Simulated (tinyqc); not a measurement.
From results back to parameters: carrier statistics of a doped semiconductor with parabolic bands. Three cases, with inputs chosen for the exercise.

Problem. With Boltzmann statistics and no minority carriers, p (p + ND)/(NA - ND - p) = K(T) = (N(T)/4) exp(-E/kB T), E the ionisation energy of the majority dopant and N = 2 (m kB T/(4 pi c))^(3/2) with c = hbar^2/2m0, in 1/angstrom^3; times 1e24 for 1/cm^3, m = m_d. The density below was computed from a hidden E.

Constants: hbar^2/2m0 = 3.80998211 eV angstrom^2; kB = 8.617333262e-05 eV/K.

Case 1.

Values chosen (near those of GaAs; not measured data): NA = 1.5e+18 1/cm^3 (acceptors); ND = 9.1e+15 1/cm^3 (donors); m_d = 0.519 m0 (density-of-states mass of the majority band); Ta = 29 K.

p(Ta) = 3.2469e+14 1/cm^3

Case 2.

Values chosen (near those of Si; not measured data): NA = 6.2e+17 1/cm^3 (acceptors); ND = 2.7e+17 1/cm^3 (donors); m_d = 0.6 m0 (density-of-states mass of the majority band); Ta = 71 K.

p(Ta) = 3.1645e+14 1/cm^3

Case 3.

Values chosen (near those of SiC; not measured data): NA = 5.4e+15 1/cm^3 (acceptors); ND = 1e+15 1/cm^3 (donors); m_d = 1.194 m0 (density-of-states mass of the majority band); Ta = 326 K.

p(Ta) = 2.8962e+15 1/cm^3

Find: K(Ta); E.

Solution. The left side gives K; then E = kB T ln(N/(4 K)).

Case 1.

K(Ta) = 2.05e+12 1/cm^3
E = 0.0261 eV

Case 2.

K(Ta) = 2.45e+14 1/cm^3
E = 0.0442 eV

Case 3.

K(Ta) = 7.50e+15 1/cm^3
E = 0.2000 eV

Computed by tinyqc, one run a case: `OMP_NUM_THREADS=1 python tinyqc.py N N+1 out.jsonl` with N = 1650003, 1650067, 1650091; one thread of a shared Intel(R) Xeon(R) Processor @ 2.30GHz, about 0.01 s a run at most.
